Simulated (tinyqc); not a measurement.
Concentration-dependent dopant diffusion with charged defects and the built-in field: one step, computed by the program tinyqc. Command: `OMP_NUM_THREADS=1 python tinyqc.py 3017619 3017620 out.jsonl extrinsic walk`. One thread of a shared host (Intel(R) Xeon(R) Processor @ 2.30GHz), about 0.07 s of CPU time with the checks.

A constant source C_s feeds a half space. The dopant moves through neutral point defects and through charged ones, whose number grows with the majority carrier density n.

Question. Intrinsic density and partial diffusivities. n_i = 3.87e16 T^1.5 exp(-7014/T) per cm^3 (T in kelvin, an empirical form); each D = prefactor x exp(-E/(k_B T)); the intrinsic diffusivity D_i is their sum. Temperatures in kelvin are T(C) + 273.15.

Inputs (values chosen for the exercise, modelled on antimony in silicon): neutral prefactor D0x = 0.204 cm^2/s; neutral activation energy E0 = 3.67 eV; singly charged prefactor D01 = 15.1 cm^2/s; activation energy E1 = 4.09 eV; temperature T = 1050 C.

Field enhancement: on.

Constants: k_B = 8.617333262e-05 eV/K.

Give: n_i; partial diffusivities; intrinsic diffusivity D_i.

Answer.

n_i = 9.2883e+18 1/cm^3

partial diffusivities (cm^2/s): Dx 2.1423e-15, D1 3.9854e-15

intrinsic diffusivity D_i = 6.1277e-15 cm^2/s
